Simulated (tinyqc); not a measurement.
Rapid thermal processing of a wafer: radiative balance, ramp and cooling, pattern effects, pyrometer error and spike budget. Inputs raised by 5 %, one at a time. Computed by tinyqc, a small Python program. Command: `OMP_NUM_THREADS=1 python tinyqc.py 3113908 3113909 out.jsonl rtp sens`. One thread of a shared host (Intel(R) Xeon(R) Processor @ 2.30GHz), about 0.1 s of CPU time with the checks.

The wafer is opaque and uniform through its thickness unless said otherwise; temperatures in formulas are in kelvin (C + 273.15). sigma = 5.670374419e-12 W/(cm^2 K^4).

Inputs (values chosen for the exercise, modelled on a hot silicon wafer):
```
quantity                                              value         unit
wafer thickness d                                       725   micrometre
heat capacity per volume C                             2.26   J/(cm^3 K)
thermal conductivity k                                 0.28     W/(cm K)
emissivity eps of each face                            0.65            -
reflectivity of the chamber walls r                    0.37            -
gas heat-transfer coefficient h, both faces together   0.54  mW/(cm^2 K)
wall temperature T_w                                    350            K
process temperature                                     624            C
starting temperature                                    550            C
ramp rate                                               170          K/s
relative change of absorptivity over a pattern           13            %
period of the pattern                                   4.2           mm
activation energy of the process E_a                   3.66           eV
```

Constants: k_B = 8.617333262e-05 eV/K.

Method:
- Effective emissivity between parallel grey plates: eps_eff = 1/(1/eps + 1/(1 - r) - 1). Loss per area q(T) = 2 eps_eff sigma (T^4 - T_w^4) + h (T - T_w).
- Absorbed power during a ramp = q(T) + C d x ramp rate; thermal time constant tau = C d/(dq/dT), dq/dT = 8 eps_eff sigma T^3 + h; natural cooling rate q/(C d); front-to-back difference under one-sided heating at the end of the ramp = (absorbed power) d/(2 k).
- Cooling with the lamps off: C d dT/dt = -q(T), integrated adaptively (relative tolerance 1e-10).
- Spike anneal: linear ramp to the peak, then lamps off. Equivalent time at the peak = int exp(-(E_a/k_B)(1/T - 1/T_peak)) dt; estimate (k_B T^2/E_a)(1/ramp rate + 1/cooling rate). The ramp part uses 4000 trapezoid steps, the cooling part 4000 steps over 4 tau.
- Time within 50 K of the peak from the same curves.
- At steady state a sinusoidal change of absorbed power of relative amplitude a and period p gives the temperature amplitude a q/(dq/dT + k d (2 pi/p)^2); healing length l = sqrt(k d/(dq/dT)); process change = E_a dT/(k_B T^2). Emissivity is taken as unchanged.

Runs:
```
input moved                                from      to  holding power q (W/cm^2)  time constant tau (s)  equivalent time, total (s)  amplitude (K)
base run                                      -       -                    3.6715                 10.273                      0.9860        0.10469
wafer thickness d (micrometre)              725  761.25                    3.6715                 10.787                      1.0300        0.09972
emissivity eps of each face                0.65  0.6825                    3.7920                  9.931                      0.9582        0.10811
reflectivity of the chamber walls r        0.37  0.3885                    3.5969                 10.497                      1.0042        0.10257
ramp rate (K/s)                             170   178.5                    3.6715                 10.273                      0.9810        0.10469
activation energy of the process E_a (eV)  3.66   3.843                    3.6715                 10.273                      0.9379        0.10469
period of the pattern (mm)                  4.2    4.41                    3.6715                 10.273                      0.9860        0.11538
thermal conductivity k (W/(cm K))          0.28   0.294                    3.6715                 10.273                      0.9860        0.09972
```

Exponents ln(y'/y) / ln(x'/x):
```
input                                 holding power q  time constant tau  equivalent time, total  amplitude
wafer thickness d                               0.000              1.000                   0.895     -0.997
emissivity eps of each face                     0.662             -0.695                  -0.587      0.659
reflectivity of the chamber walls r            -0.421              0.442                   0.374     -0.419
ramp rate                                       0.000              0.000                  -0.105      0.000
activation energy of the process E_a            0.000              0.000                  -1.026      0.000
period of the pattern                           0.000              0.000                   0.000      1.993
thermal conductivity k                          0.000              0.000                   0.000     -0.997
```

To which inputs is each result most sensitive?

Among the inputs moved here: holding power q answers most in size to emissivity eps of each face (exponent +0.662), next to reflectivity of the chamber walls r (-0.421); its exponent is below 0.0005 for wafer thickness d, ramp rate, activation energy of the process E_a, period of the pattern, thermal conductivity k. Time constant tau answers most in size to wafer thickness d (exponent +1.000), next to emissivity eps of each face (-0.695); its exponent is below 0.0005 for ramp rate, activation energy of the process E_a, period of the pattern, thermal conductivity k. Its exponent +1.000 in wafer thickness d: thermal mass. Equivalent time, total answers most in size to activation energy of the process E_a (exponent -1.026), next to wafer thickness d (+0.895); its exponent is below 0.0005 for period of the pattern, thermal conductivity k. Amplitude answers most in size to period of the pattern (exponent +1.993), next to wafer thickness d (-0.997); its exponent is below 0.0005 for ramp rate, activation energy of the process E_a. Its exponent +1.993 in period of the pattern: conduction smooths short periods.
